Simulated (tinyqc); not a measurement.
What moves the results: averaged masses of warped heavy- and light-hole bands. A value that a table varies takes the place of the one given here.

Four-band hole energies E = c k^2 f(u), c = hbar^2/2m0, f = g1 -/+ 2 sqrt(g2^2 + 3 (g3^2 - g2^2) s), s = ux^2 uy^2 + uy^2 uz^2 + uz^2 ux^2 for the unit vector u; minus for heavy, plus for light holes; the mass along u is 1/f.

Grid: n x n midpoints in cos(theta) from 0 to 1 and phi from 0 to pi/2, equal weights. m_d = <f^(-3/2)>^(2/3). Conductivity mass for one scattering time: 1/m_c = <|w|^2 f^(-5/2)>/<f^(-3/2)> with w = grad_k(k^2 f)/(2 k), that is |w|^2 = f^2 + |angular gradient of f|^2/4.

Values chosen for the exercise (out of a larger set: near those of InP; not measured data): g1 = 5.09 (Luttinger gamma1); g2 = 1.6 (gamma2); g3 = 2.1 (gamma3).

## Ways to average over directions

Heavy and light m_d on grids of growing n, against n = 160; also the three-direction rule <F> = (10 F[100] + 16 F[110] + 9 F[111])/35 and the spherical masses 1/(g1 (1 -/+ mu)), mu = (6 g3 + 4 g2)/(5 g1).

Masses (m0):
```
method             heavy   light  error heavy (%)  error light (%)
grid n = 1        1.1065  0.1078            33.68            -4.02
grid n = 2        0.8445  0.1115             2.03            -0.76
grid n = 3        0.8366  0.1119             1.07            -0.35
grid n = 5        0.8303  0.1122             0.32            -0.14
grid n = 10       0.8284  0.1123             0.08            -0.04
grid n = 160      0.8277  0.1123             0.00             0.00
three directions  0.8645  0.1126             4.45             0.28
spherical         0.7752  0.1125            -6.34             0.15
[100] alone       0.5291  0.1206           -36.08             7.39
```

The heavy mass is within 1 % from grid n = 5 on. Three directions err by +4.45 %, the spherical form by -6.34 % and [100] alone by -36.1 %; for light holes the same three err by +0.28, +0.15 and +7.4 %. The power -3/2 weights the heavy directions near [111], which a mean of f misses.

## Cyclotron masses against the field direction

For the central orbit m_cyc is the mean of 1/f(u) over the directions u normal to B (360 points on the circle). B lies in the (1-10) plane at the angle from [001]; 54.7 degrees is [111], 90 is [110].

Masses (m0):
```
angle (degrees)   heavy   light
0.0              0.6933  0.1152
15.0             0.7282  0.1142
30.0             0.8145  0.1122
45.0             0.8847  0.1106
54.7             0.8958  0.1103
70.0             0.8846  0.1109
90.0             0.8736  0.1117
```

The heavy mass is smallest at 0 and largest at 54.7 degrees of the angles listed, a spread of 29 %; the light mass varies by 4.4 %. The orbit normal to [001] has s between 0 and 1/4, the orbit normal to [111] has s = 1/4 all round, which gives 1/(g1 - sqrt(g2^2 + 3 g3^2)) = 0.8958. This is the classical limit; low Landau levels of holes depart from it.

## Several materials

The inputs are values chosen for the exercise; n = 40; delta = (g3 - g2)/g1.

Results:
```
case            g1    g2    g3  m_d heavy  m_c heavy  m_d light  delta
A near AlAs   3.73  0.82  1.42      0.806      0.657     0.1633  0.161
B near Ge    13.47  4.22  5.73      0.342      0.269     0.0421  0.112
C near GaAs   6.99  2.06  2.94      0.612      0.475     0.0820  0.126
D near InAs  20.10  8.47  9.25      0.470      0.408     0.0263  0.039
E near GaP    4.04  0.49  1.25      0.508      0.446     0.1665  0.188
F near GaSb  13.43  4.68  5.97      0.441      0.332     0.0410  0.096
```

Heavy masses span a factor of 2.4 and light ones 6.3: the coupling to the conduction band adds to g1, 2 g2 and 2 g3 alike, so it cancels for heavy holes and doubles for light ones. The ratio m_c/m_d of the heavy holes is lowest for F (0.75); delta is largest for E; the heavy band feels the warping rather through (g3 - g2)/(g1 - 2 g3), which runs from 0.49 to 0.87 here and is 0.87 for the case with the lowest ratio.

## What each parameter does

n = 40. Each row changes one parameter from the base and keeps the others.

Results:
```
case        m_d heavy (m0)  m_c heavy (m0)  m_d light (m0)  m_c light (m0)
base                0.8277          0.7001          0.1123          0.1119
g1 = 5.243          0.7315          0.6387          0.1104          0.1100
g2 = 1.648          0.8453          0.7297          0.1119          0.1115
g3 = 2.037          0.7665          0.6819          0.1133          0.1130
```

The largest shifts from the base row, up to three for each result and ties (the steps differ in size, so this ranks the rows, not the parameters). m_d heavy (m0): g1 -0.0962, g3 -0.0612, g2 +0.0175. m_c heavy (m0): g1 -0.0614, g2 +0.0296, g3 -0.0183. m_d light (m0): g1 -0.0019, g3 +0.0010, g2 -0.0005. m_c light (m0): g1 -0.0019, g3 +0.0011, g2 -0.0004.

tinyqc: `OMP_NUM_THREADS=1 python tinyqc.py 1051189 1051190 out.jsonl`; about 0.01 s, one thread, shared Intel(R) Xeon(R) Processor @ 2.30GHz.
